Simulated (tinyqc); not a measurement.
From [HF2] back to K2 = [HF2]/([HF][F]): speciation in dilute and buffered hydrofluoric acid, oxide etch rate and bath loading. Computed by tinyqc, a small Python program. Command: `OMP_NUM_THREADS=1 python tinyqc.py 3121404 3121405 out.jsonl hfetch inv`. One thread of a shared host (Intel(R) Xeon(R) Processor @ 2.30GHz), about 0.01 s of CPU time with the checks.

Concentrations stand for activities, NH4+ and Cl- are spectators, and water ionisation is neglected. H, F and HF2 denote the ions H+, F- and HF2-. The base temperature is 298 K.

Inputs (values chosen for the exercise, of the order of those for thermal oxide at room temperature): HF added = 0.044 mol/L; NH4F added = 0.034 mol/L; HCl added = 0 mol/L; K1 = [H][F]/[HF] = 0.000658 mol/L; K3 = [H2F2]/[HF]^2 = 2.36 L/mol.

Method. Fluoride balance: [HF] + [F] + 2 [HF2] + 2 [H2F2] = HF added + NH4F added. Acid balance: [H] + [HF] + [HF2] + 2 [H2F2] = HF added + HCl added. For a trial [H], [HF] = [H][F]/K1, and the fluoride balance is a quadratic in [F]. The root is refined to 1e-13 in pH = -log10 [H].

Question. A run gave the result below. Find the K2 = [HF2]/([HF][F]), known to lie between 2.9 and 6.9 L/mol.

[HF2] = 0.003957624 mol/L

Answer.

Each step takes the trial c = (a f_b - b f_a)/(f_b - f_a), f being the result less the target and a, b, c the logarithms of the listed values; c replaces end b, the old b replaces a if the sign of f changed, and otherwise f_a is halved.

Scan of the range:
```
K2 = [HF2]/([HF][F]) (L/mol)  [HF2] (mol/L)
2.90                             0.00315803
3.35                             0.00356840
3.87                             0.00402169
4.47                             0.00451914
5.17                             0.00506803
5.97                             0.00565796
6.90                             0.00629914
```

False position (Illinois rule, in the logarithm of the input) inside the bracket:
```
step    end a    end b    trial  [HF2] (mol/L)
1     3.35000  3.87000  3.79188     0.00395495
2     3.87000  3.79188  3.79498     0.00395761
3     3.87000  3.79498  3.79502     0.00395764
4     3.79498  3.79502  3.79500     0.00395762
```

[HF2] rises at every point of a 13-point scan of the range (every second point is shown), so one value fits; it is bracketed by 3.35 and 3.87. Answer: K2 = [HF2]/([HF][F]) = 3.795 L/mol.
